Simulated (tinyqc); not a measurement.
Worked calculation: avalanche multiplication and breakdown of a junction from ionisation integrals. Computed by tinyqc, a small Python program that keeps every step. Command: `OMP_NUM_THREADS=1 python tinyqc.py 3026199 3026200 out.jsonl impact walk`. One thread of a shared host (Intel(R) Xeon(R) Processor @ 2.30GHz), about 0.01 s of CPU time with the checks. Intermediate numbers are printed to about 5 digits and carried at full precision; extremes and crossings named in words are read from the listed rows.

Ionisation coefficients follow the local field. Position x runs through the depletion layer from the p side (x = 0), where electrons enter, to the n side (x = w), where holes enter. The built-in voltage is neglected.

Inputs (values chosen for the exercise, modelled on 4H-SiC):
```
quantity                                        value        unit
electron prefactor a_n                        1.6e+08        1/cm
electron field b_n                           3.36e+07        V/cm
hole prefactor a_p                           3.72e+08        1/cm
hole field b_p                               2.55e+07        V/cm
exponent c                                          1           -
permittivity eps                                  9.7           -
drift-layer mobility mu                           120  cm^2/(V s)
doping N of the lightly doped side            8.8e+15      1/cm^3
bias as a fraction of the breakdown voltage      0.61           -
```

Junction: one-sided abrupt n+p.

Constants: e = 1.602176634e-19 C; eps_0 = 8.8541878128e-12 F/m.

## Breakdown

alpha_n = a_n exp(-(b_n/F)^c), alpha_p = a_p exp(-(b_p/F)^c). Field F = F_m (1 - s), w = eps eps_0 F_m/(e N), V = F_m w/2, with s = 1 - x/w (the peak lies at the n+ side). With Phi(x) = int_0^x (alpha_n - alpha_p) dx': 1 - 1/M_n = I_n = int_0^w alpha_n exp(-Phi) dx and M_p = M_n exp(-Phi(w)); trapezoid rule on 401 even points; breakdown at I_n = 1. Solve I_n(F_m) = 1.

critical field F_m = 2.6840 MV/cm

width at breakdown = 16.350 micrometre

breakdown voltage = 2194.2 V

## Coefficients at the critical field

The formulas are those given above.

alpha_n = 585.36 1/cm

alpha_p = 27828 1/cm

ratio k = alpha_p/alpha_n = 47.539

shorter ionisation length = 0.35935 micrometre

Holes ionise more readily at the peak field.

## Field and integrand below breakdown

Bias V = fraction times the breakdown voltage.

peak field = 2.0963 MV/cm

Every 50th point:
```
x (micrometre)  F (MV/cm)  alpha_n (1/cm)  alpha_p (1/cm)          Phi  I_n up to x
0.000              0.0000               0               0            0            0
1.596              0.2620      3.2835e-48      2.0300e-34  -4.2566e-40   6.0599e-54
3.192              0.5241      2.2921e-20      2.7480e-13  -1.7685e-18   1.1461e-25
4.789              0.7861      4.3805e-11      3.0399e-06  -4.2512e-11   4.7260e-16
6.385              1.0482      1.9150e-06      1.0111e-02  -2.4615e-07   3.6043e-11
7.981              1.3102      1.1656e-03      1.3120e+00  -4.8977e-05   3.3767e-08
9.577              1.5722      8.3719e-02      3.3628e+01  -1.7746e-03   3.4475e-06
11.173             1.8343      1.7731e+00      3.4116e+02  -2.4050e-02   9.9303e-05
12.770             2.0963      1.7504e+01      1.9394e+03  -1.7519e-01   1.3776e-03
```

## Multiplication and noise

M_n = 1/(1 - I_n), M_p = M_n exp(-Phi(w)); McIntyre excess noise for the carrier with the larger M, F_x = k M + (1 - k)(2 - 1/M), with k = (smaller M - 1)/(larger M - 1).

M_n = 1.0014

M_p = 1.1931

effective k = 0.0071435

excess noise factor = 1.1621

Injecting holes gives the larger gain and, at equal gain, the lower noise.

## On-resistance of the drift layer

R_on = w/(e mu N) with w the width at breakdown; figure of merit V_B^2/R_on; for a triangular field it equals eps eps_0 mu F_m^3/4.

specific on-resistance = 9.6637 milliohm cm^2

V_B^2/R_on = 498.20 MW/cm^2

eps eps_0 mu F_m^3/4 = 498.20 MW/cm^2

## Gain against bias and Miller's formula

Miller's exponent n is defined by 1 - 1/M = (V/V_B)^n for the larger M.

Gain:
```
V/V_B   V (V)  F_m (MV/cm)     M_n     M_p  Miller exponent n
0.50   1097.1       1.8979  1.0002    1.04             4.6361
0.60   1316.5       2.0790  1.0012    1.17             3.7746
0.70   1535.9       2.2456  1.0054    1.57             2.8371
0.80   1755.4       2.4007  1.0236    2.93             1.8745
0.90   1974.8       2.5463  1.1361    9.70             1.0321
0.95   2084.5       2.6161  1.4692   27.84             0.7131
0.98   2150.3       2.6571  2.6287   88.47             0.5627
0.99   2172.3       2.6706  4.6307  192.06             0.5194
```

The larger gain passes 2 between 0.700 and 0.800 of V_B and reaches 192 at 0.99. Miller's exponent runs from 0.52 to 4.6, so it is not a constant: a fit holds over a narrow range only. From the first row to the last the voltage grows by a factor 1.98 and the peak field by 1.41.

Checks made by the program: the hole form of the condition, int alpha_p exp(Phi(w) - Phi) dx = 1 (relative difference 1e-03).
